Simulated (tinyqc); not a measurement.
Current crowding under a contact, resistor ladder against the transmission-line model: one step of the calculation.

A metal contact of length d and width W on a thin layer of the same width. The metal has no resistance, the sheet resistance under it equals Rsh, and current enters the layer at the front edge x = 0.

Problem. Voltages and the share of the current. Cut the contact into n cells of length hc = d/n. Neighbouring cell centres are joined by a = W/(Rsh hc), each centre joins the metal (0 V) by g = W hc/rc, and I enters cell 1 through half a cell: -a v_(i-1) + b_i v_i - a v_(i+1) = I for i = 1 and 0 otherwise, b_i = g + 2 a (g + a at both ends). Rc = v_1/I + 1/(2 a). Cell i passes g v_i to the metal.

Inputs (values chosen for the exercise):
- n = 9 (cells)
- I = 2 mA (current)

a = 0.33783784 S
g = 0.0012688615 S

```
cell,b_i (S)
1,0.33910670
2,0.67694454
3,0.67694454
4,0.67694454
5,0.67694454
6,0.67694454
7,0.67694454
8,0.67694454
9,0.33910670
```

Find: v_i; share of the current; Rc of the ladder.

Solution.

```
cell,v_i (mV),share of the current (%)
1,189.7,12.04
2,184.5,11.70
3,180.0,11.42
4,176.1,11.17
5,173.0,10.97
6,170.4,10.81
7,168.5,10.69
8,167.3,10.61
9,166.7,10.57
```

Rc of the ladder = 96.33 ohm

The first cell passes 12.0 % of the current and the last 10.6 %; an even spread would give 11.1 % each.

tinyqc, about 0.01 s, one thread, Intel Xeon 2.30GHz (shared host): `OMP_NUM_THREADS=1 python tinyqc.py 2760171 2760172 out.jsonl`
